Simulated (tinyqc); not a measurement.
Frequency dispersion of an accumulation capacitance by border traps, distributed model: two steps of the calculation.

Traps spread evenly through the insulator exchange electrons with the semiconductor by tunnelling, with tau(x) = t0 exp(2 ka x) at depth x from the interface. The admittance per area Y seen at depth x obeys dY/dx = -Y^2/(i w eps0 eox) + q Nb ln(1 + i w tau)/tau, with Y(0) = i w Cs and w = 2 pi f; the gate sees Y(tox) = G + i w C. Working variable y = Y/(i w), in uF/cm^2. Cox = eps0 eox/tox.

Values chosen for this exercise; permittivity close to that of aluminium oxide:
- eox = 8.14 (relative permittivity of the insulator)
- tox = 8.6 nm (insulator thickness)
- Cs = 1.3 uF/cm^2 (semiconductor capacitance in accumulation)
- Nb = 3.5e19 cm^-3 eV^-1 (density of border traps)
- ka = 3.5 1/nm (decay constant of the wave function in the insulator)
- t0 = 4e-10 s (time constant of a trap at the interface)
- f = 1e6 Hz (frequency)
- xe = 1.6 nm (depth down to which the steps are taken)

Constants: q = 1.602176634e-19 C, eps0 = 8.8541878128e-14 F/cm where lengths are in cm. Results are converted to the units shown.

Question 1. Scales and lumped estimate. Cox; trap-free value 1/(1/Cox + 1/Cs); response depth d = ln(1/(w t0))/(2 ka), where w tau = 1; lumped estimate: all traps within d act as C_bt = q Nb d placed at d/2, so C = 1/{1/[1/(1/Cs + d/(2 eps0 eox)) + C_bt] + (tox - d/2)/(eps0 eox)}.

Find: Cox; trap-free C; d; C_bt; lumped C.

Answer 1.

Cox = 0.83806 uF/cm^2
trap-free C = 0.50956 uF/cm^2
d = 0.85517 nm
C_bt = 0.47955 uF/cm^2
lumped C = 0.57908 uF/cm^2

The traps within reach amount to 0.369 Cs and lie in the first 9.94 % of the insulator.

Question 2. Midpoint steps through the active depth. In terms of y: dy/dx = -y^2/(eps0 eox) + s(x), s = q Nb ln(1 + z)/z, z = i w tau. 11 midpoint steps of h = xe/11: y_half = y + (h/2) y'(x, y), y(new) = y + h y'(x + h/2, y_half).

Wanted: x; s; y.

Answer 2.

```
point  x (nm)  s (uF/(cm^2 nm))   y (uF/cm^2)
0           0    0.5608-0.0007i  1.300+0.000i
1      0.1455    0.5608-0.0020i  1.346+0.000i
2      0.2909    0.5607-0.0054i  1.390-0.001i
3      0.4364    0.5602-0.0149i  1.431-0.002i
4      0.5818    0.5567-0.0409i  1.470-0.005i
5      0.7273    0.5324-0.1059i  1.505-0.015i
6      0.8727    0.4199-0.2042i  1.530-0.036i
7       1.018    0.2260-0.2131i  1.530-0.066i
8       1.164    0.0942-0.1402i  1.505-0.087i
9       1.309    0.0357-0.0743i  1.469-0.096i
10      1.455    0.0131-0.0354i  1.429-0.098i
11      1.600    0.0048-0.0159i  1.391-0.096i
```

Numbers from tinyqc (`OMP_NUM_THREADS=1 python tinyqc.py 2202221 2202222 out.jsonl`; about 0.6 s on one thread of a shared Intel Xeon 2.30GHz).
